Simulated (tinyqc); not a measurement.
# Threshold-voltage variability of a planar MOSFET, analytic estimates, step by step

Numbers from tinyqc (`OMP_NUM_THREADS=1 python tinyqc.py 2090148 2090149 out.jsonl`; about 0.01 s on one thread of a shared Intel Xeon 2.30GHz). Printed values are rounded.

Three independent sources add in quadrature: random dopants in the depleted layer, metal-gate grains of two orientations, and roughness of the two gate edges acting through the roll-off VT = VT(long) - Vr exp(-L/l). These are first-order estimates: no three-dimensional electrostatics, no percolation.

Parameters, values chosen for the exercise; material values close to those of silicon:
- T = 300 K (temperature)
- Eg = 1.12 eV (band gap)
- eps_r = 11.8 (relative permittivity of the semiconductor)
- Nc = 2.79e19 cm^-3 (conduction-band density of states at T)
- Nv = 2.68e19 cm^-3 (valence-band density of states at T)
- Na = 5.9e17 cm^-3 (channel doping)
- ti = 1.1 nm (oxide-equivalent thickness in inversion)
- L = 16 nm (gate length)
- W = 33 nm (gate width)
- G = 10 nm (metal grain size)
- dW = 0.2 eV (work-function difference of the two grain orientations)
- p = 0.5 (share of the orientation of higher work function)
- De = 0.7 nm (rms roughness of one gate edge)
- La = 20 nm (correlation length of the roughness)
- l = 3.3 nm (decay length of the threshold roll-off)
- Vr = 1.9 V (prefactor of the roll-off)
- n = 1.27 (subthreshold factor)
- gI = 5 1/V (gm/I of a matched pair)
- sb = 2.1 % (spread of the gain factor of one device)
- Nb = 8388608 (number of cells)
- Y = 0.5 (wanted yield)

Constants: q = 1.602176634e-19 C, kB = 1.380649e-23 J/K, Vt = kB T/q, eps0 = 8.8541878128e-14 F/cm where lengths are in cm. Results are converted to the units shown.

Range of the model: The depletion depth exceeds L, so source and drain share much of the charge and the dopant estimate is rough. gI s exceeds 0.2, so the linear formula for the current mismatch is only a rough guide.

## Random dopants

ni = sqrt(Nc Nv) exp(-Eg/(2 Vt)), Eg in volts; Cox = 3.9 eps0/ti; Wd = sqrt(4 eps0 eps_r Vt ln(Na/ni)/(q Na)); dopants: s1 = (q/Cox) sqrt(Na Wd/(3 L W)). The slope A1 = s1 sqrt(L W); mean number of dopants Na L W Wd.

Cox = 3.139212 uF/cm^2
Wd = 45.13709 nm
mean number of dopants = 14.06111
A1 = 0.4808636 mV um
s1 = 20.92690 mV

Counting alone, 1/sqrt(N) of the depletion voltage q Na Wd/Cox = 136 mV, would give sqrt(3) times more: dopants deep in the layer act less on the surface.

## Metal grains and edge roughness

Grains: Ng = L W/G^2 (at least 1), s2 = dW sqrt(p (1 - p)/Ng). Edges, with exponential correlation and u = W/La: the mean gate length has sL^2 = 2 De^2 (2/u)[1 - (1 - exp(-u))/u]; s3 = sL (Vr/l) exp(-L/l).

Ng = 5.28
s2 = 43.51941 mV
sL = 0.7785975 nm
dVT/dL = 4.514082 mV/nm
s3 = 3.514653 mV

## Total spread, mismatch and leakage

s = sqrt(s1^2 + s2^2 + s3^2). For a pair: s(dVT) = sqrt(2) s; current mismatch sqrt(2) sqrt((gI s)^2 + sb^2); input offset = current mismatch/gI. For a Gaussian VT the off current is log-normal with mean/median = exp(s^2/(2 (n Vt)^2)).

s = 48.41722 mV
s(dVT) = 68.47229 mV
current mismatch = 34.36472 %
input offset = 68.72943 mV
mean/median of Ioff = 2.966437

The grains give 80.8 % of the variance; without them s would be 21.2 mV. A current mismatch this large is beyond the linear estimate.

## Iteration 1: margin in standard deviations for the wanted yield

k at the start = 2

Cells fail independently with probability Q(k) = erfc(k/sqrt(2))/2 when the margin is k standard deviations, and Y = exp(-Nb Q(k)). phi = exp(-k^2/2)/sqrt(2 pi). Newton steps on ln Q(k) = ln(-ln(Y)/Nb): k(new) = k + [ln Q - ln(-ln(Y)/Nb)] Q/phi.

Q(k) = 0.02275013
phi = 0.05399097
k after iteration 1 = 7.277950

## Iteration 2: margin in standard deviations for the wanted yield

As before.

Q(k) = 1.694650e-13
phi = 1.255837e-12
k after iteration 2 = 5.510585

## Course of the iteration: margin in standard deviations for the wanted yield

Stop when k changes by less than 1e-9, or after 30 iterations.

Course of the iteration:
```
iteration         k  |change|
1          7.277950      5.28
2          5.510585      1.77
3          5.241200     0.269
4          5.234697   6.50e-3
5          5.234693   3.79e-6
6          5.234693  1.28e-12
```

Converged in 6 iterations. At the end the number of correct digits about doubles with each step. With s(dVT) = 68.5 mV, 5.23 standard deviations are 358 mV.
